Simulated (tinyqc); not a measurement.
# Fully depleted semiconductor-on-insulator film with two gates, non-linear Poisson equation by Newton steps: charge against front-gate voltage

One dimension across the film, front interface at x = 0, back interface at x = ts. psi is counted from the intrinsic level, n = ni exp(psi/Vt) (source grounded), holes neglected, acceptors ionised. Gates act through Cox = eps0 eox/tox and Cbox = 3.9 eps0/tb with potentials G1 = Vg - (phiM - chi - Vt ln(Nc/ni)) and G2 = Vb - (phiB - chi - Vt ln(Nc/ni)). Classical Boltzmann densities, no interface charge, no depletion in the back plane.

ni = sqrt(Nc Nv) exp(-Eg/(2 Vt)), Eg in volts. The Poisson equation eps0 eps_r d2psi/dx2 = q (n + Na), with -eps0 eps_r dpsi/dx = Cox (G1 - psi) at x = 0 and eps0 eps_r dpsi/dx = Cbox (G2 - psi) at x = ts, is solved on 300 equal intervals with half boxes at both ends; N_inv is the trapezoid sum of n. Swing = ln 10/(d ln N_inv/dVg); the last column is (dN_inv/dVb)/(dN_inv/dVg).

Inputs (values chosen for the exercise); band and dielectric values close to those of silicon: temperature T = 250 K; band gap Eg = 1.14 eV; relative permittivity eps_r = 11.6; conduction-band density of states at T Nc = 2.11e19 cm^-3; valence-band density of states at T Nv = 2.02e19 cm^-3; electron affinity chi = 4.13 eV; relative permittivity of the gate insulator (close to silicon nitride) eox = 7.37; insulator thickness tox = 7.7 nm; film thickness ts = 17 nm; buried-oxide thickness (eps_r 3.9) tb = 62 nm; acceptor density of the film Na = 1e15 cm^-3; work function of the front gate phiM = 4.42 eV; work function of the back plane phiB = 5.18 eV; back-gate voltage Vb = -0.7 V.

Constants: q = 1.602176634e-19 C, kB = 1.380649e-23 J/K, Vt = kB T/q, eps0 = 8.8541878128e-14 F/cm where lengths are in cm. Results are converted to the units shown.

Charge against front-gate voltage:
```
Vg (V)	psi front (V)	psi back (V)	N_inv (cm^-2)	centroid/ts	swing (mV/decade)	q dN_inv/dVg over Cox	back/front leverage
-0.08	0.122	0.0118	6.30e3	0.190	53.4	5.13e-8	0.0774
0.07	0.263	0.141	4.06e6	0.173	53.4	3.31e-5	0.0759
0.22	0.404	0.270	2.57e9	0.159	54.5	0.0205	0.0745
0.37	0.506	0.356	2.27e11	0.137	160	0.618	0.0717
0.52	0.542	0.375	8.24e11	0.111	432	0.831	0.0685
0.67	0.562	0.381	1.51e12	0.0932	738	0.892	0.0667
0.82	0.576	0.384	2.23e12	0.0808	1.06e3	0.920	0.0656
0.97	0.586	0.385	2.97e12	0.0716	1.38e3	0.937	0.0649
1.12	0.595	0.386	3.72e12	0.0645	1.71e3	0.948	0.0644
```

N_inv passes 1e11 cm^-2 at Vg = 0.325 V. The swing starts at 53.4 mV a decade, against (1 + k) Vt ln 10 = 52.6 for a front channel with k = Cs Cbox/(Cox (Cs + Cbox)) = 0.0602, Cs = eps0 eps_r/ts; above threshold this column is no longer a subthreshold swing. The centroid falls from 0.190 to 0.0645 of ts and the leverage of the back gate falls from 0.0774 to 0.0644. For Vg = 0.67, 0.82, 0.97, 1.12 the density at an interface exceeds 0.3 Nc, where Boltzmann statistics fail. For Vg = 0.07, 0.22, 0.37, 0.52, 0.67, 0.82, 0.97, 1.12 the classical centroid lies within 3 nm of an interface, where confinement, left out, would push it away.

Program tinyqc, `OMP_NUM_THREADS=1 python tinyqc.py 2190003 2190004 out.jsonl`; Intel Xeon 2.30GHz, shared host, one thread, about 0.4 s.
